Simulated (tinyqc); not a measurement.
Deformation-potential model of the Delta valleys of a conduction band: sweeps and comparisons. A value that a table varies takes the place of the one given here.

Valleys with axes along x, y and z, each a pair at +k and -k. Herring-Vogt shift of a valley with unit axis a: dE = Xd tr(e) + Xu a.e.a. Non-degenerate shares n_i = exp(-dE_i/kT)/sum_j exp(-dE_j/kT). Inverse mass tensor of a valley: (1 - a a)/mt + a a/ml; the masses are taken as independent of strain.

s11 = (C11 + C12)/((C11 - C12)(C11 + 2 C12)), s12 = -C12/((C11 - C12)(C11 + 2 C12)), s44 = 1/C44; exx = s11 sxx + s12 (syy + szz) and cyclic, exy = s44 sxy/2; tension is positive. A uniaxial stress X along the unit vector n is s_ij = X n_i n_j.

Constants: kB = 8.617333262e-05 eV/K.

Parameters, chosen for this exercise (near those of Si; not measured data): ml = 0.905 m0 (longitudinal mass); mt = 0.185 m0 (transverse mass); Xd = 1.2 eV (dilation potential); Xu = 8.81 eV (uniaxial potential); C11 = 168 GPa; C12 = 64.7 GPa; C44 = 80 GPa; load = uniaxial [100] (kind of stress); T = 400 K (temperature); X1 = 0.6 GPa (size of the stress); X = -1.44 GPa (stress).

## Sweep of a uniaxial [100] stress

m_c = 1/(u.M.u) along [110] with M = sum_i n_i (inverse mass tensor); gain against zero stress at a fixed scattering time.

Results:

| X (GPa) | spread (meV) | lowest edge (meV) | n x | n y | n z | m_c (m0) | gain (%) |
|---|---|---|---|---|---|---|---|
| -1.50 | 127.9 | -106.1 | 0.953 | 0.023 | 0.023 | 0.3025 | -16.8 |
| -0.75 | 64.0 | -53.1 | 0.762 | 0.119 | 0.119 | 0.2848 | -11.6 |
| -0.30 | 25.6 | -21.2 | 0.512 | 0.244 | 0.244 | 0.2646 | -4.8 |
| 0.00 | 0.0 | 0.0 | 0.333 | 0.333 | 0.333 | 0.2518 | 0.0 |
| 0.30 | 25.6 | -4.4 | 0.192 | 0.404 | 0.404 | 0.2425 | 3.8 |
| 0.75 | 64.0 | -10.9 | 0.073 | 0.464 | 0.464 | 0.2352 | 7.1 |
| 1.50 | 127.9 | -21.8 | 0.012 | 0.494 | 0.494 | 0.2316 | 8.7 |

Along [110] the gain is -16.8 % at -1.50 GPa and +8.7 % at 1.50 GPa. The slope at zero stress (from +/- 0.001 GPa), +14.9 % per GPa, carried to the ends would give -22 and +22 %; the response falls behind at both ends, as it saturates once the spread passes a few kT (kT = 34.5 meV, spread up to 128 meV).

## Gain for each load and current direction

Each load has the size X1. Gain m_c(0)/m_c - 1 in per cent from repopulation alone, m_c = 1/(u.M.u), M = sum_i n_i (inverse mass tensor); biaxial means sxx = syy.

Gain (%); + is tension, - compression:

| load | [100] | [010] | [001] | [110] | [1-10] | [111] |
|---|---|---|---|---|---|---|
| uniaxial [110] (+) | 9.7 | 9.7 | -19.4 | 9.7 | 9.7 | 0.0 |
| uniaxial [110] (-) | -7.6 | -7.6 | 15.3 | -7.6 | -7.6 | 0.0 |
| uniaxial [100] (+) | 25.1 | -12.5 | -12.5 | 6.3 | 6.3 | 0.0 |
| uniaxial [100] (-) | -38.4 | 19.2 | 19.2 | -9.6 | -9.6 | 0.0 |
| uniaxial [111] (+) | 0.0 | 0.0 | 0.0 | 0.0 | 0.0 | 0.0 |
| uniaxial [111] (-) | 0.0 | 0.0 | 0.0 | 0.0 | 0.0 | 0.0 |
| biaxial (001) (+) | 19.2 | 19.2 | -38.4 | 19.2 | 19.2 | 0.0 |
| biaxial (001) (-) | -12.5 | -12.5 | 25.1 | -12.5 | -12.5 | 0.0 |

The largest gain is +25.1 %, for uniaxial [100] (+) with the current along [100] and biaxial (001) (-) with the current along [001]; for a [110] channel it is +19.2 %, under biaxial (001) (+). No gain or loss appears under uniaxial [111]: the valleys stay equivalent (in real silicon shear also changes the masses, which this model leaves out).

## Temperature and repopulation

The load is fixed; m_c along [110] as 1/(u.M.u).

Results:

| T (K) | kT (meV) | n x | n y | n z | m_c (m0) |
|---|---|---|---|---|---|
| 50 | 4.31 | 1.000 | 0.000 | 0.000 | 0.3072 |
| 77 | 6.64 | 1.000 | 0.000 | 0.000 | 0.3072 |
| 150 | 12.93 | 1.000 | 0.000 | 0.000 | 0.3072 |
| 225 | 19.39 | 0.996 | 0.002 | 0.002 | 0.3068 |
| 300 | 25.85 | 0.983 | 0.008 | 0.008 | 0.3055 |
| 400 | 34.47 | 0.946 | 0.027 | 0.027 | 0.3019 |
| 500 | 43.09 | 0.896 | 0.052 | 0.052 | 0.2970 |

The largest share falls from 1.000 at 50 K to 0.896 at 500 K (equal shares: 0.333); m_c goes from 0.3072 to 0.2970, against 0.2518 without stress. Only spread/kT enters, so the small-stress response goes as 1/T.

## What each parameter does

Spread of the valley edges, lowest edge, largest share and m_c along [110]. Each row changes one parameter from the base and keeps the others.

Results:

| case | spread (meV) | lowest edge (meV) | largest share | m_c (m0) |
|---|---|---|---|---|
| base | 122.81 | -101.90 | 0.9463 | 0.3019 |
| ml = 0.724 m0 | 122.81 | -101.90 | 0.9463 | 0.2901 |
| mt = 0.222 m0 | 122.81 | -101.90 | 0.9463 | 0.3508 |
| Xd = 1.44 eV | 122.81 | -103.07 | 0.9463 | 0.3019 |
| Xu = 7.048 eV | 98.25 | -82.69 | 0.8963 | 0.2970 |
| C11 = 201.6 GPa | 92.67 | -79.78 | 0.8803 | 0.2955 |
| C12 = 77.64 GPa | 140.40 | -112.03 | 0.9671 | 0.3039 |
| C44 = 96 GPa | 122.81 | -101.90 | 0.9463 | 0.3019 |
| X = -1.728 GPa | 147.37 | -122.28 | 0.9729 | 0.3045 |
| T = 480 K | 122.81 | -101.90 | 0.9069 | 0.2980 |

The largest shifts from the base row, up to three for each result and ties (the steps differ in size, so this ranks the rows, not the parameters). spread (meV): C11 -30.14, X +24.56, Xu -24.56; unchanged at the printed digits by ml, mt, Xd, C44 and T. lowest edge (meV): C11 +22.13, X -20.38, Xu +19.22; unchanged at the printed digits by ml, mt, C44 and T. largest share: C11 -0.0660, Xu -0.0500, T -0.0395; unchanged at the printed digits by ml, mt, Xd and C44. m_c (m0): mt +0.0490, ml -0.0118, C11 -0.0063; unchanged at the printed digits by Xd and C44. Xd moves all valleys together, so it shifts the edge and nothing else.

(tinyqc, `OMP_NUM_THREADS=1 python tinyqc.py 1050026 1050027 out.jsonl`, Intel(R) Xeon(R) Processor @ 2.30GHz, 1 thread, shared host, about 0.01 s.)
